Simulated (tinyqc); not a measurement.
Inside a calculation. Model: single-electron transistor, orthodox theory and master equation.

Numbers from tinyqc (`OMP_NUM_THREADS=1 python tinyqc.py 2780108 2780109 out.jsonl`; about 0.01 s on one thread of a shared Intel Xeon 2.30GHz). Printed values are rounded.

A metal island with n extra electrons joins the left lead (voltage V) and the right lead (0 V) by tunnel junctions and couples to a gate. Cs = CL + CR + Cg. Adding electron n + 1 costs mu(n) = [q (n + 1/2) - CL V - Cg Vg]/Cs (in volts); the Fermi levels are -V (left) and 0 (right). A jump that gains the energy W has the rate G(W) = (W/q)/(R [1 - exp(-W/Vt)]), W in volts, Vt = kB T/q. Sequential tunnelling only; I > 0 flows from left to right.

Values chosen for this exercise: capacitance of the left junction CL = 4.2 aF; capacitance of the right junction CR = 2.6 aF; gate capacitance Cg = 2.1 aF; resistance of the left junction RL = 810 kohm; resistance of the right junction RR = 810 kohm; temperature T = 20 K; bias of the left lead V = 6.6 mV; gate voltage Vg = 35 mV; lowest charge state kept n0 = -1; highest charge state kept n1 = 2.

Constants: q = 1.602176634e-19 C, kB = 1.380649e-23 J/K, Vt = kB T/q. Results are converted to the units shown.

Range of the model: Cotunnelling, which dominates deep in the blockade, is left out.

## Charging energy and addition levels

q/Cs, the gate period q/Cg, and mu(n) for the transitions kept.

q/Cs = 18.00198 mV
q/Cg = 76.29413 mV
kB T/(q^2/Cs) = 0.09573759
mu(n), n to n + 1, n -1 to 1 (mV): [-20.37403, -2.37204, 15.62994]

## Tunnelling rates

Onto the island: from the left W = -V - mu(n), from the right W = -mu(n); off the island (n + 1 to n): to the left W = mu(n) + V, to the right W = mu(n).

```
"n to n + 1, n",on from left (1/ns),on from right (1/ns),off to left (1/ns),off to right (1/ns)
-1,106.1726,156.9946,0.03590133,0.001153071
0,3.066197,24.45227,35.64501,6.174348
1,4.285928e-4,0.01387521,171.2947,120.4514
```

## Probabilities and current

Steady state: p(n + 1)/p(n) = (sum of on rates)/(sum of off rates), normalised. I = q sum_n [p(n + 1) (off to left) - p(n) (on from left)].

p(n), n -1 to 2: [8.491218e-5, 0.6030618, 0.3968338, 1.945607e-5]
I = 1.972574 nA
mean n = 0.3967878

Two plain resistors in series would pass 4.07 nA; this is 48.4 % of that. 2 charge states hold more than 1 % each.
